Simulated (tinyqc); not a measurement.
# From in-plane stress back to fraction x of B

Model: elastic strain and critical thickness of a cubic alloy layer A(1-x)B(x) on a thick substrate. Computed by tinyqc, a small Python program. Command: `OMP_NUM_THREADS=1 python tinyqc.py 3015563 3015564 out.jsonl misfit inv`. One thread of a shared host (Intel(R) Xeon(R) Processor @ 2.30GHz), about 0.02 s of CPU time with the checks.

Strain is positive in tension. The layer is coherent with the substrate unless said otherwise.

Inputs (values chosen for the exercise, modelled on Ga(1-x)In(x)As on GaAs):

| quantity | value | unit |
|---|---|---|
| lattice constant a_A | 5.653 | angstrom |
| lattice constant a_B | 6.058 | angstrom |
| substrate lattice constant a_S | 5.653 | angstrom |
| layer thickness h | 99 | nm |

Growth plane: (111).

C11, C12, C44 of A (GPa): 118.6  53.11  60.05

C11, C12, C44 of B (GPa): 83.03  44.66  39.42

Method. a = (1 - x) a_A + x a_B, the same rule for each C_ij; misfit f = (a_S - a)/a, the in-plane strain of the coherent layer. (111): D = 2 (C11 + 2 C12 - 2 C44)/(C11 + 2 C12 + 4 C44), M = 6 C44 (C11 + 2 C12)/(C11 + 2 C12 + 4 C44). The free surface carries no normal stress, so e_perp = -D f; dV/V = 2 f + e_perp; stress = M f; energy per area = M f^2 h (1 GPa nm = 1 J/m^2).

Question. A run gave the result below. Find the fraction x of B, known to lie between 0.3 and 0.59.

in-plane stress = -3.779698 GPa

Answer.

Each step takes the trial c = (a f_b - b f_a)/(f_b - f_a), f being the result less the target and a, b, c the logarithms of the listed values; c replaces end b, the old b replaces a if the sign of f changed, and otherwise f_a is halved.

Scan of the range:

| fraction x of B | in-plane stress (GPa) |
|---|---|
| 0.300 | -3.34886 |
| 0.336 | -3.69869 |
| 0.376 | -4.07461 |
| 0.421 | -4.48153 |
| 0.471 | -4.91396 |
| 0.527 | -5.37386 |
| 0.590 | -5.86068 |

False position (Illinois rule, in the logarithm of the input) inside the bracket:

| step | end a | end b | trial | in-plane stress (GPa) |
|---|---|---|---|---|
| 1 | 0.336000 | 0.376000 | 0.344243 | -3.77726 |
| 2 | 0.376000 | 0.344243 | 0.344492 | -3.77963 |
| 3 | 0.376000 | 0.344492 | 0.344507 | -3.77977 |
| 4 | 0.344492 | 0.344507 | 0.344500 | -3.77970 |

In-plane stress falls at every point of a 13-point scan of the range (every second point is shown), so one value fits; it is bracketed by 0.336 and 0.376. Answer: fraction x of B = 0.3445.

Caution: above about 2 % misfit, linear elasticity is rough and compressed layers tend to form islands before dislocations.
